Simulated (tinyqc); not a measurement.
Inside a calculation. Model: switching kinetics of a ferroelectric film and the memory window of a ferroelectric gate stack. Computed by tinyqc, a small Python program that keeps every step. Command: `OMP_NUM_THREADS=1 python tinyqc.py 3003418 3003419 out.jsonl feswitch walk`. One thread of a shared host (Intel(R) Xeon(R) Processor @ 2.30GHz), about 0.02 s of CPU time with the checks. Intermediate numbers are printed to about 7 digits and carried at full precision; extremes and crossings named in words are read from the listed rows.

Fields in MV/cm; 1 microcoulomb/cm^2 over eps_0 is 11.29409 MV/cm. In the stack (metal, ferroelectric, interlayer, channel) the channel is taken as a conductor.

Inputs (values chosen for the exercise, for a model hafnia-based film):

| quantity | value | unit |
|---|---|---|
| saturation polarisation P_s | 29 | microcoulomb/cm^2 |
| ratio P_r/P_s | 0.86 | - |
| coercive field E_c | 0.78 | MV/cm |
| permittivity of the ferroelectric eps_F | 32 | - |
| thickness t_F | 17 | nm |
| permittivity of the interlayer eps_I | 7.5 | - |
| interlayer thickness t_I | 0.92 | nm |
| share s of P screened by trapped charge | 0.55 | - |
| pulse height V | 5.8 | V |
| time constant t_inf | 1.6e-10 | s |
| activation field E_a | 3 | MV/cm |
| Merz exponent alpha | 1 | - |
| dimension n | 2 | - |
| half width w of log10 t | 0.35 | - |
| pulse length t_p | 0.00045 | s |
| breakdown field of the interlayer | 16 | MV/cm |

Kinetics: nucleation-limited (NLS).

## The hysteresis loop

Saturated branches: P(E) = P_s tanh[(E -/+ E_c)/(2 delta)], delta = E_c/ln[(1 + P_r/P_s)/(1 - P_r/P_s)]; D = P + eps_0 eps_F E.

delta = 0.3015437 MV/cm

P on both branches (microcoulomb/cm^2) at E/E_c = -3, -2, -1, -0.5, 0, 0.5, 1, 1.5, 2, 3:

| E (MV/cm) | rising branch | falling branch |
|---|---|---|
| -2.34 | -28.99814 | -28.67326 |
| -1.56 | -28.97528 | -24.94000 |
| -0.78 | -28.67326 | 0.00000 |
| -0.39 | -27.82653 | 16.51334 |
| 0.00 | -24.94000 | 24.94000 |
| 0.39 | -16.51334 | 27.82653 |
| 0.78 | 0.00000 | 28.67326 |
| 1.17 | 16.51334 | 28.90999 |
| 1.56 | 24.94000 | 28.97528 |
| 2.34 | 28.67326 | 28.99814 |

peak differential permittivity eps_F + P_s/(2 delta eps_0) = 575.0864

## Memory window

At threshold the channel charge is negligible, so D = 0 on each branch: (1 - s) P(E) + eps_0 eps_F E = 0, with the screened share s. The rising branch has the root E0 between 0 and E_c; window = 2 E0 t_F; its upper bound is 2 E_c t_F.

field E0 = 0.6890891 MV/cm

memory window = 2.342903 V

bound 2 E_c t_F = 2.652 V

fixed-charge estimate 2 (1 - s) P_r t_F/(eps_0 eps_F) = 13.46757 V

The window is limited by the coercive field: more polarisation would add little.

## Fields in the stack

Series stack: V = E_F t_F + E_I t_I and eps_I E_I = eps_F E_F + (1 - s) P/eps_0. Before switching P = -P_r, after it P = +P_s; in retention V = 0 and P = +P_r.

E_F before switching = 3.514804 MV/cm

E_F after switching = 1.907755 MV/cm

E_I after switching = 27.79147 MV/cm

depolarising field in retention = 0.7430438 MV/cm

depolarising field over E_c = 0.9526203

The interlayer field exceeds its breakdown field. Caution: the interlayer field exceeds its breakdown field, so charge injection would change the fields.

## Switched share after the pulse

Merz's law: t1 = t_inf exp[(E_a/E)^alpha] at the mean of the fields before and after switching. NLS: switched share = integral of [1 - exp(-(t/tau)^n)] F(z) dz over z = log10 tau, with the Lorentzian F = (1/pi) w/[(z - log10 t1)^2 + w^2].

mean field = 2.711280 MV/cm

switching time t1 = 4.837956e-10 s

switched share = 0.9817017

t_p is 930000 t1. A field higher by 10 % would shorten t1 by a factor 1.1. The step approximation 1/2 + arctan[log10(t_p/t1)/w]/pi gives 0.981. Caution: the field changes much during switching, so one mean field is a crude stand-in.

## KAI against NLS in time

KAI: 1 - exp[-(t/t1)^n]. NLS: the same kernel averaged over the Lorentzian F = (1/pi) w/[(z - log10 t1)^2 + w^2] in z = log10 tau.

Switched share:

| log10(t/t1) | KAI | NLS |
|---|---|---|
| -3.0 | 0.000001 | 0.0389857 |
| -2.0 | 0.000100 | 0.0604740 |
| -1.0 | 0.009950 | 0.1363079 |
| -0.5 | 0.095163 | 0.2747241 |
| -0.2 | 0.328410 | 0.4383465 |
| 0.0 | 0.632121 | 0.5731857 |
| 0.2 | 0.918885 | 0.6977213 |
| 0.5 | 0.999955 | 0.8189625 |
| 1.0 | 1.000000 | 0.8994215 |
| 2.0 | 1.000000 | 0.9472634 |
| 3.0 | 1.000000 | 0.9642436 |

KAI goes from 10 to 90 % within 0.67 decades of time; a Lorentzian of this width needs about 2 w tan(0.4 pi) = 2.2 decades. Three decades after t1, 3.6 % of the NLS film has not switched, and three decades before it 3.9 % already has: the tails set write margins and disturb errors.

## Interlayer thickness

Series stack: V = E_F t_F + E_I t_I and eps_I E_I = eps_F E_F + (1 - s) P/eps_0. E_I is for P = +P_s at the pulse height, the depolarising field for P = +P_r at V = 0; V needed puts E_F = 1.5 E_c after switching.

Stack against t_I:

| t_I (nm) | E_F after (MV/cm) | E_I (MV/cm) | depolarising field / E_c | V needed (V) |
|---|---|---|---|---|
| 0.3 | 2.850355 | 31.81323 | 0.355590 | 2.728312 |
| 0.5 | 2.517812 | 30.39438 | 0.566218 | 3.221186 |
| 0.8 | 2.071128 | 28.48853 | 0.849142 | 3.960497 |
| 1.2 | 1.555965 | 26.29050 | 1.175440 | 4.946246 |
| 1.6 | 1.114602 | 24.40735 | 1.454994 | 5.931995 |
| 2.0 | 0.732241 | 22.77595 | 1.697176 | 6.917744 |
| 3.0 | -0.032052 | 19.51496 | 2.181270 | 9.382115 |

Each nanometre of interlayer costs 2.46 V, against 0.12 V for a nanometre of ferroelectric. The depolarising field grows from 0.36 to 2.18 E_c. At E_F = 1.5 E_c the interlayer carries (1.5 eps_F E_c + (1 - s) P_s/eps_0)/eps_I = 24.6 MV/cm whatever its thickness, above its breakdown field of 16 MV/cm, so the voltages in the last column could not be applied without breakdown. Caution: rows with E_I above the breakdown field of the interlayer cannot be reached without charge injection. Caution: where E_F after switching is below E_c the switching stalls before P_s, and where the depolarising field exceeds E_c the state switches back, so those rows describe states that are not held.

Checks made by the program: the remanence (relative difference below 1e-10).
